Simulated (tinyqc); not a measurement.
p-n diode, drift-diffusion by the Gummel loop with Scharfetter-Gummel fluxes: one step of the calculation.

Abrupt junction at x = 0, p side from -Lp, n side to Ln, ohmic contacts. psi is counted from the intrinsic level; n = ni exp((psi - phin)/Vt), p = ni exp((phip - psi)/Vt). Contacts: p side psi = V - Vt ln(Na/ni), p = Na, n = ni^2/Na; n side psi = Vt ln(Nd/ni), n = Nd, p = ni^2/Nd. Constant mobilities, D = mu Vt, Boltzmann statistics, SRH recombination through a mid-gap level, U = (n p - ni^2)/(tp (n + ni) + tn (p + ni)). Current is positive from the p contact to the n contact.

Problem. Poisson equation. With phin and phip held, solve a_i (psi_(i+1) - psi_i) - a_(i-1) (psi_i - psi_(i-1)) + q w_i (p_i - n_i + C_i) = 0 for the inner nodes by Newton steps to convergence; a_i = eps0 eps_r/h_i, h_i = x_(i+1) - x_i, w_i = (h_(i-1) + h_i)/2, C = -Na or +Nd.

Values chosen for this exercise; band and dielectric values close to those of silicon: temperature T = 300 K; relative permittivity eps_r = 11.8; acceptor density of the p side Na = 8.6e16 cm^-3; donor density of the n side Nd = 9e17 cm^-3; bias of the p contact V = 0.36 V.

Constants: q = 1.602176634e-19 C, kB = 1.380649e-23 J/K, Vt = kB T/q, eps0 = 8.8541878128e-14 F/cm where lengths are in cm. Results are converted to the units shown.

```
node	x (nm)	phin at the start (V)	phip at the start (V)
0	-1200	0.36	0.36
1	-610	0	0.36
2	-305	0	0.36
3	-149	0	0.36
4	-68.4	0	0.36
5	-26.9	0	0.36
6	-5.5	0	0.36
7	5.5	0	0.36
8	33.3	0	0.36
9	103	0	0.36
10	280	0	0.36
11	727	0	0.36
12	1850	0	0.36
13	4700	0	0
```

ni = 8.7793349e9 cm^-3

Wanted: psi; n after Poisson; p after Poisson.

Solution.

```
node	psi (V)	n after Poisson (cm^-3)	p after Poisson (cm^-3)
0	-0.05615	896.24	8.6000e16
1	-0.05615	1.0004e9	8.6000e16
2	-0.05615	1.0005e9	8.5993e16
3	-0.05575	1.0162e9	8.4661e16
4	-0.03596	2.1843e9	3.9387e16
5	0.15533	3.5712e12	2.4090e13
6	0.34270	5.0191e15	1.7141e10
7	0.46389	5.4513e17	1.5782e8
8	0.47668	8.9388e17	9.6245e7
9	0.47685	8.9999e17	9.5592e7
10	0.47685	9.0000e17	9.5590e7
11	0.47685	9.0000e17	9.5590e7
12	0.47685	9.0000e17	9.5590e7
13	0.47685	9.0000e17	85.641
```

Program tinyqc, `OMP_NUM_THREADS=1 python tinyqc.py 2240123 2240124 out.jsonl`; Intel Xeon 2.30GHz, shared host, one thread, about 0.2 s.
